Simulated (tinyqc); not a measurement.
# Fermi-level pinning from two metals

Question. Cowley-Sze model with the space charge neglected: phiB = S (phiM - chi) + (1 - S)(Eg - phi0), S = 1/(1 + q Dit dl/(eps0 ei)), dl in cm. Find S, phi0 and Dit.

Values chosen for this exercise; band and dielectric values close to those of 4H silicon carbide:
```
symbol  value  unit                                         meaning
Eg        3.3    eV                                        band gap
chi      3.57    eV                               electron affinity
dl        0.4    nm              thickness of the interfacial layer
ei        3.9        relative permittivity of the interfacial layer
```

Constants: q = 1.602176634e-19 C, eps0 = 8.8541878128e-14 F/cm where lengths are in cm. Results are converted to the units shown.

barriers for metals with phiM = 3.85 and 4.52 eV (eV): [0.55126637, 1.1235521]

Answer. S is the slope of phiB against phiM; either barrier then gives phi0, and S gives Dit.

S = 0.8542
phi0 = 1.160 eV
Dit = 9.200e12 cm^-2 eV^-1

tinyqc, about 0.05 s, one thread, Intel Xeon 2.30GHz (shared host): `OMP_NUM_THREADS=1 python tinyqc.py 2020118 2020119 out.jsonl`
